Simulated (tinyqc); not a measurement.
# Nanowire ballistic transistor, top-of-the-barrier model: several studies

At the top of the source barrier, states moving towards the drain are filled by the source (Fermi level 0) and states moving back by the drain (Fermi level -q Vd); nothing scatters. U is the shift of the band edge there, set by the capacitances CG, CD and CS (the total) and by the charge. Parabolic one-dimensional subband; the source is grounded.

Values chosen for this exercise; mass and valleys close to those of gallium nitride: temperature T = 400 K; effective mass m = 0.191 m0; valley degeneracy gv = 1; relative permittivity of the gate insulator eox = 16; insulator thickness tox = 5.1 nm; wire diameter d = 3 nm; gate control CG/CS aG = 0.96; drain control CD/CS aD = 0.006; band edge at the barrier top above the source Fermi level at zero bias E0 = 0.25 eV.

Constants: q = 1.602176634e-19 C, kB = 1.380649e-23 J/K, hbar = 1.054571817e-34 J s, h = 6.62607015e-34 J s, m0 = 9.1093837015e-31 kg, Vt = kB T/q, eps0 = 8.8541878128e-14 F/cm where lengths are in cm. Results are converted to the units shown.

Each table varies one quantity; the others keep the values above.

## Effect of the insulator thickness

N0 = gv sqrt(2 m kB T/pi)/hbar, CG = 2 pi eps0 eox/ln(1 + 2 tox/d), CS = CG/aG, n0 = n at U = 0 and Vd = 0. eta1 = -(E0 + U)/Vt, eta2 = eta1 - Vd/Vt, n = (N0/2)[F_(-1/2)(eta1) + F_(-1/2)(eta2)], F_(-1/2)(x) = (1/sqrt(pi)) int_0^infinity u^(-1/2)/(1 + exp(u - x)) du. U = UL + q (n - n0)/CS with UL = -(aG Vg + aD Vd), energies in eV. I = gv (2 q^2/h) Vt [ln(1 + exp eta1) - ln(1 + exp eta2)]. CQ = (q/Vt) dn/d(eta1). E0 is held fixed.

In this table Vg = 0.5 V, Vd = 0.5 V.

Effect of the insulator thickness:
```
tox (nm)   eta1  n (cm^-1)  I (uA)  mean velocity I/(q n) (cm/s)    CQ/CS
0.5       6.287    3.278e6   16.80                       3.198e7  0.03968
0.74      6.111    3.229e6   16.33                       3.155e7  0.05624
1.1       5.887    3.166e6   15.73                       3.101e7  0.07885
1.6       5.635    3.093e6   15.06                       3.039e7   0.1068
2.4       5.323    3.000e6   14.23                       2.960e7   0.1454
3.6       4.985    2.895e6   13.33                       2.874e7   0.1938
5.4       4.633    2.782e6   12.40                       2.782e7   0.2527
8         4.293    2.667e6   11.50                       2.692e7   0.3199
```

As tox goes from 0.5 to 8 nm, n falls from 3.28e6 to 2.67e6 cm^-1, the mean velocity falls from 3.20e7 to 2.69e7 cm/s and the current falls from 16.8 to 11.5 uA. CQ/CS goes from 0.040 to 0.32. Over the range the current goes as tox^(-0.14) on average. For tox = 0.5 to 0.74 nm the insulator is under 1 nm thick, where gate tunnelling would matter.

## Effect of the valley degeneracy

Same model as above.

CQ = (q/Vt) dn/d(eta1). E0 is held fixed.

In this table Vg = 0.5 V, Vd = 0.5 V.

Effect of the valley degeneracy:
```
gv    eta1  n (cm^-1)  I (uA)  mean velocity I/(q n) (cm/s)    CQ/CS
1   4.6827   2.7980e6  12.531                      2.7952e7  0.24372
2   3.3314   4.6191e6  17.982                      2.4298e7  0.59370
3   2.4552   5.8004e6  20.331                      2.1877e7   1.0244
4   1.8636   6.5986e6  21.449                      2.0288e7   1.4810
6   1.1200   7.6030e6  22.472                      1.8448e7   2.3322
```

As gv goes from 1 to 6, n rises from 2.80e6 to 7.60e6 cm^-1, the mean velocity falls from 2.80e7 to 1.84e7 cm/s and the current rises from 12.5 to 22.5 uA. CQ/CS goes from 0.24 to 2.3.

## Effect of the band edge at the barrier top above the source Fermi level at zero bias

Same model as above.

CQ = (q/Vt) dn/d(eta1).

In this table Vg = 0.5 V, Vd = 0.5 V.

Effect of the band edge at the barrier top above the source Fermi level at zero bias:
```
E0 (eV)    eta1  n (cm^-1)  I (uA)  mean velocity I/(q n) (cm/s)   CQ/CS
0.1       8.375    3.808e6   22.36                       3.666e7  0.1753
0.15      7.090    3.492e6   18.94                       3.385e7  0.1909
0.2       5.868    3.161e6   15.68                       3.096e7  0.2128
0.25      4.683    2.798e6   12.53                       2.795e7  0.2437
0.3       3.535    2.389e6   9.517                       2.486e7  0.2875
0.35      2.431    1.922e6   6.717                       2.181e7  0.3427
0.4       1.370    1.398e6   4.263                       1.904e7  0.3861
0.45     0.3198    8.584e5   2.312                       1.681e7  0.3598
```

What does the table show?

As E0 goes from 0.1 to 0.45 eV, n falls from 3.81e6 to 8.58e5 cm^-1, the mean velocity falls from 3.67e7 to 1.68e7 cm/s and the current falls from 22.4 to 2.31 uA. CQ/CS goes from 0.18 to 0.36.

Numbers from tinyqc (`OMP_NUM_THREADS=1 python tinyqc.py 2400126 2400127 out.jsonl`; about 0.04 s on one thread of a shared Intel Xeon 2.30GHz).
